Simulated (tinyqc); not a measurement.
## Schottky barrier on an n-type semiconductor with a doping step, non-linear Poisson equation by Newton steps: Capacitance-voltage profiling

One dimension, metal at x = 0, donor density C(x) = N1 for x < x1 and Nd beyond. Energies are counted from the electron Fermi level of the semiconductor and the conduction-band edge is Ec = -psi, so n = Nc exp(psi/Vt); holes follow the Fermi level of the metal, at -V, so p = Nv exp((V - psi - Eg)/Vt). Ends: psi(0) = V - phiB and psi = Vt ln(Nd/Nc) deep inside. Boltzmann statistics, full ionisation, no current, no image force in the Poisson equation.

The Poisson equation d/dx(eps0 eps_r dpsi/dx) = -q (p - n + C) is solved on a mesh of about 1000 nodes or more that ends in neutral material. C_s = q d/dV of the integral of n over x, from the linearised equation. Probed depth w = eps0 eps_r/C_s; apparent doping N_app = C_s^3/(q eps0 eps_r dC_s/dV), the derivative by central differences over +/- 0.02 V.

Parameters, values chosen for the exercise; band and dielectric values those of a made-up semiconductor:
```
symbol,value,unit,meaning
T,273,K,temperature
Eg,0.605,eV,band gap
eps_r,16.9,,relative permittivity
Nc,8.18e18,cm^-3,conduction-band density of states at T
Nv,5.29e18,cm^-3,valence-band density of states at T
Nd,1.8e17,cm^-3,donor density deep in the semiconductor
phiB,0.33,eV,barrier height
x1,48,nm,depth of the doping step
N1,1.8e16,cm^-3,donor density above the step
```

Constants: q = 1.602176634e-19 C, kB = 1.380649e-23 J/K, Vt = kB T/q, eps0 = 8.8541878128e-14 F/cm where lengths are in cm. Results are converted to the units shown.

The same in every row: true C(w) (cm^-3) = 1.80e17.

Capacitance-voltage profiling:
```
V (V)  C_s (nF/cm^2)  w (nm)  N_app (cm^-3)  |E_0| (kV/cm)
0                231    64.8        1.48e17           43.3
-0.43            160    93.7        1.80e17           97.4
-0.86            130     115        1.80e17            139
-1.29            112     133        1.80e17            173
-1.71            101     149        1.80e17            203
-2.14           91.9     163        1.80e17            231
-2.57           85.0     176        1.80e17            256
-3              79.5     188        1.80e17            280
```

C_s falls from 231 to 79.5 nF/cm^2 while the probed depth goes from 64.8 to 188 nm. The apparent doping rises from 1.48e17 to 1.80e17 cm^-3. It departs most from the true doping at that depth for V = 0 V, where it is 18 % below it; the method senses the electrons at the edge of the depleted layer, which are smeared over a few Debye lengths (LD = 11 nm at Nd), so it cannot follow a doping that changes on that scale.

tinyqc, about 0.06 s, one thread, Intel Xeon 2.30GHz (shared host): `OMP_NUM_THREADS=1 python tinyqc.py 2020088 2020089 out.jsonl`
